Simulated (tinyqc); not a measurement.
Raising the sheet density: inversion layer as a triangular well, valleys of the Si type.

Six ellipsoidal valleys with their long axes along the cube axes, mass ml along the axis and mt across it. For a valley whose axis makes the angle theta with the surface normal, 1/m_z = cos^2(theta)/ml + sin^2(theta)/mt sets the confinement; in the plane the masses are m_1 = mt and m_2 = ml mt/m_z, and m_d = sqrt(m_1 m_2).

The field is taken as constant, e F = 4 pi (e^2/4 pi eps0)(Nd + eta Ns)/eps, with 1e12/cm^2 = 1e-4/angstrom^2, and the oxide as a hard wall at z = 0; c = hbar^2/2m0.

Level j of a valley lies at E_j = a_j (c (e F)^2/m_z)^(1/3) above the band edge at the surface, with the Airy zeros a_j = 2.338107, 4.087949, 5.520560, 6.786708, 7.944134, 9.022651, 10.040174, 11.008524, 11.936016, 12.828777, and has <z> = 2 E_j/(3 e F).

Subband i holds n_i = g m_d/(2 pi c) kB T ln(1 + exp((EF - E_i)/kB T)) (spin included), and EF is fixed by sum n_i = Ns over the levels listed or, where none are listed, over j = 0 to 9 of each group; 1e12/cm^2 = 1e-4/angstrom^2.

Constants: hbar^2/2m0 = 3.80998211 eV angstrom^2; e^2/(4 pi eps0) = 14.39964547 eV angstrom; kB = 8.617333262e-05 eV/K.

Inputs chosen for the exercise (near those of Si; the results hold for these values, not for the real material): ml = 0.908 m0 (longitudinal mass); mt = 0.187 m0 (transverse mass); eps = 11.6 (dielectric constant); Nd = 0.1 x 1e12/cm^2 (depletion charge); eta = 0.75 (share of Ns in the effective field); face = 100 (surface); T = 77 K (temperature); Nss = (0.8, 1.5, 2.5, 4, 6, 9, 13) x 1e12/cm^2 (sheet densities).

Valleys (masses in m0):
```
valleys g,cos^2(theta),m_z,m_1,m_2,m_d
2,1.00000,0.90800,0.18700,0.18700,0.18700
4,0.00000,0.18700,0.18700,0.90800,0.41206
```

The field, the ladders and EF anew for each Ns.

Results:
```
Ns (1e12/cm^2),F (MV/cm),lowest E (eV),next - lowest (meV),EF - lowest (meV),share of lowest (%),<z> (angstrom)
0.8,0.109,0.0400,27.7,0.0,89.9,26.2
1.5,0.191,0.0581,40.3,7.5,97.5,20.6
2.5,0.308,0.0798,55.4,15.3,99.5,17.3
4.0,0.484,0.1078,74.8,25.4,99.9,14.9
6.0,0.718,0.1403,97.3,38.4,100.0,13.0
9.0,1.069,0.1830,126.9,57.6,100.0,11.4
13.0,1.537,0.2331,161.6,83.2,100.0,10.1
```

Levels scale as F^(2/3): the field grows by 14.07 and the lowest level by 5.83. The layer thins from 26.2 to 10.1 angstrom. EF lies above the lowest edge throughout. The share of the lowest subband rises throughout: the spacing grows faster than the band fills.

Computed by tinyqc, a small Python program: `OMP_NUM_THREADS=1 python tinyqc.py 1252539 1252540 out.jsonl` (the numbers bound the seed that draws the inputs); one thread of a shared host (Intel(R) Xeon(R) Processor @ 2.30GHz), about 0.05 s for the whole set of steps.
